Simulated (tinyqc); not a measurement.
Electron-beam lithography: double-Gaussian proximity function, edge placement and dose correction for parallel lines: one step, computed by the program tinyqc. Command: `OMP_NUM_THREADS=1 python tinyqc.py 3111003 3111004 out.jsonl proximity walk`. One thread of a shared host (Intel(R) Xeon(R) Processor @ 2.30GHz), about 0.01 s of CPU time with the checks.

Lines are infinitely long. Absorbed energy is counted so that the middle of a very large area written at dose 1 receives 1; the resist develops where it exceeds 1/2.

Task: Dose correction. Uncorrected edge energies are M 1. Solve M d = 1/2 for the doses d that put the mean edge energy of every line at the threshold.

M, rows 1, 2, 3, 4, 5:
$$\begin{pmatrix}
0.3142724 & 0.0008198 & 0.0014960 & 0.0004096 & 0.0181119 \\
0.0411633 & 0.2725535 & 0.0015820 & 0.0006200 & 0.0297586 \\
0.0407394 & 0.0008580 & 0.2733221 & 0.0006498 & 0.0315427 \\
0.0110215 & 0.0003363 & 0.0006498 & 0.2733221 & 0.1236182 \\
0.0063760 & 0.0002040 & 0.0003968 & 0.0013747 & 0.3967184
\end{pmatrix}$$

Give: edge energies at dose 1; corrected doses; largest over smallest dose.

Result:

edge energies at dose 1: 1 0.3351, 2 0.3457, 3 0.3471, 4 0.4089, 5 0.4051

corrected doses: 1 1.508, 2 1.461, 3 1.455, 4 1.207, 5 1.230

largest over smallest dose = 1.249
